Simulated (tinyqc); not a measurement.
Resonant-tunnelling diode, transfer matrices and Tsu-Esaki current: two steps of the calculation.

Emitter (band edge 0), barrier d1, well Lw, barrier d2, collector (edge -V). The bias drops linearly over these layers and none in the contacts; each layer is cut into ns equal slices, flat at the value of their centres. E is the energy of motion across the layers, C = hbar^2/(2 m0), psi and psi'/m are continuous. Transport is coherent, T(E) is taken as independent of the transverse momentum, and charge in the well is ignored.

Parameters, values chosen for the exercise; masses and offsets of a made-up heterostructure:
- mw = 0.26 m0 (mass in the well, spacer and contacts)
- U1 = 1.1 eV (barrier height)
- m1 = 0.49 m0 (barrier mass)
- d1 = 0.8 nm (emitter barrier)
- Lw = 1.8 nm (well width)
- d2 = 0.8 nm (collector barrier)
- ns = 2 (slices in each layer)
- V = 0.17 V (bias of the collector)
- E = 0.09863 eV (trial energy)

Constants: q = 1.602176634e-19 C, hbar = 1.054571817e-34 J s, m0 = 9.1093837015e-31 kg, hbar^2/(2 m0) = 0.0380998212 eV nm^2. Results are converted to the units shown.

Problem 1. Slices under bias. U = edge of the layer - V x/Lt at the centre x of each slice, Lt the summed thickness.

Find: U; m; width.

Solution 1.

| slice | U (eV) | m (m0) | width (nm) |
|---|---|---|---|
| 0 | 1.0900 | 0.49 | 0.40000 |
| 1 | 1.0700 | 0.49 | 0.40000 |
| 2 | -0.0625 | 0.26 | 0.90000 |
| 3 | -0.1075 | 0.26 | 0.90000 |
| 4 | 0.9600 | 0.49 | 0.40000 |
| 5 | 0.9400 | 0.49 | 0.40000 |

Problem 2. Running product of the slice matrices at the trial energy. For the pair (psi, psi'/m) a flat layer has M = [[cos kd, (m/k) sin kd], [-(k/m) sin kd, cos kd]] with k = sqrt(m (E - U)/C) above its edge U, and M = [[cosh Kd, (m/K) sinh Kd], [(K/m) sinh Kd, cosh Kd]] with K = sqrt(m (U - E)/C) below it. Later slices stand to the left. With M acting on (psi, psi'/m) and v = k/m in each lead, T(E) = 4 vL vR/[(vL vR M12 - M21)^2 + (vR M11 + vL M22)^2]. vL = sqrt(mw E/C)/mw, vR = sqrt(mw (E + V)/C)/mw.

| slice | U (eV) | m (m0) | width (nm) |
|---|---|---|---|
| 0 | 1.0900000 | 0.49 | 0.4 |
| 1 | 1.0700000 | 0.49 | 0.4 |
| 2 | -0.0625000 | 0.26 | 0.9 |
| 3 | -0.1075000 | 0.26 | 0.9 |
| 4 | 0.9600000 | 0.49 | 0.4 |
| 5 | 0.9400000 | 0.49 | 0.4 |

Give: Product after each layer; T(E).

Solution 2.

Product after each layer:

|  | M11 | M12 (nm) | M21 (1/nm) | M22 |
|---|---|---|---|---|
| barrier d1 | 8.644 | 1.179 | 61.97 | 8.566 |
| well | 10.01 | 1.389 | -66.06 | -9.069 |
| barrier d2 | 2.660 | 0.4731 | 8.428 | 1.875 |

T(E) = 0.1680

tinyqc, about 0.1 s, one thread, Intel Xeon 2.30GHz (shared host): `OMP_NUM_THREADS=1 python tinyqc.py 2600057 2600058 out.jsonl`
